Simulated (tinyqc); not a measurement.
# MOSFET in the linear regime without short-channel effects, parameter extraction from computed curves: extraction methods against the body factor

Inversion charge Q = Cox n Vt W0(exp((Vg - VT)/(n Vt))), W0 the Lambert function and n = nf; u = Q/Cox; mobility mu = mu0/(1 + th1 u + th2 u^2); channel resistance Rch = (L - dL)/(W mu Q); Id = Vd/(Rch + Rsd/W). Cox = eps0 eox/tox. Small Vd, no channel-length or drain effects.

From the continuous curve Id(Vg): tangent at peak gm (V_ext = Vg - Id/gm); constant current Id = 0.1 uA W/L; peak of d2Id/dVg2; Y = Id/sqrt(gm) drawn through Vg = VT + 0.6 and VT + 0.8 V, with intercept VT_Y and slope s. Mobilities gm,max L/(W Cox Vd) and s^2 L/(W Cox Vd) with the drawn L. Last column: share of Rsd/W in the total resistance at VT + 0.8 V.

Values chosen for this exercise; channel values of the order met in silicon transistors: temperature T = 300 K; relative permittivity of the gate insulator (close to silicon dioxide) eox = 3.9; insulator thickness tox = 2.9 nm; low-field mobility mu0 = 410 cm^2/(V s); first mobility attenuation factor th1 = 0.18 1/V; second mobility attenuation factor th2 = 0.13 1/V^2; threshold voltage VT = 0.24 V; gate width W = 10 um; drawn gate length L = 0.19 um; drawn less effective length dL = 0.011 um; source plus drain resistance Rsd = 200 ohm um; drain voltage Vd = 0.02 V.

Constants: q = 1.602176634e-19 C, kB = 1.380649e-23 J/K, Vt = kB T/q, eps0 = 8.8541878128e-14 F/cm where lengths are in cm. Results are converted to the units shown.

Results:

| nf | V_ext (V) | constant current (V) | second derivative (V) | VT_Y (V) | mobility from gm (cm^2/(V s)) | mobility from Y (cm^2/(V s)) | series share (%) |
|---|---|---|---|---|---|---|---|
| 1 | 0.241 | 0.224 | 0.232 | 0.315 | 301 | 469 | 24.6 |
| 1.1 | 0.239 | 0.219 | 0.231 | 0.316 | 296 | 464 | 24.5 |
| 1.2 | 0.238 | 0.214 | 0.230 | 0.316 | 292 | 458 | 24.4 |
| 1.3 | 0.236 | 0.208 | 0.229 | 0.317 | 287 | 453 | 24.3 |
| 1.4 | 0.234 | 0.202 | 0.228 | 0.317 | 283 | 448 | 24.2 |
| 1.5 | 0.232 | 0.196 | 0.226 | 0.317 | 279 | 444 | 24.1 |
| 1.7 | 0.228 | 0.183 | 0.224 | 0.316 | 272 | 434 | 23.9 |

Estimate the missing row, nf = 1.6.

Computed row:

| nf | V_ext (V) | constant current (V) | second derivative (V) | VT_Y (V) | mobility from gm (cm^2/(V s)) | mobility from Y (cm^2/(V s)) | series share (%) |
|---|---|---|---|---|---|---|---|
| 1.6 | 0.230 | 0.190 | 0.225 | 0.316 | 275 | 439 | 24.0 |

With this row back in the table: The model has VT = 0.24 V and mu0 = 410 cm^2/(V s). Over the table the extracted thresholds move by 13 mV (tangent), 41 mV (constant current), 8.5 mV (second derivative), 1.6 mV (Y function). The mobility from gm falls from 301 to 272 and that from Y falls from 469 to 434 cm^2/(V s).

Numbers from tinyqc (`OMP_NUM_THREADS=1 python tinyqc.py 2210025 2210026 out.jsonl`; about 0.01 s on one thread of a shared Intel Xeon 2.30GHz).
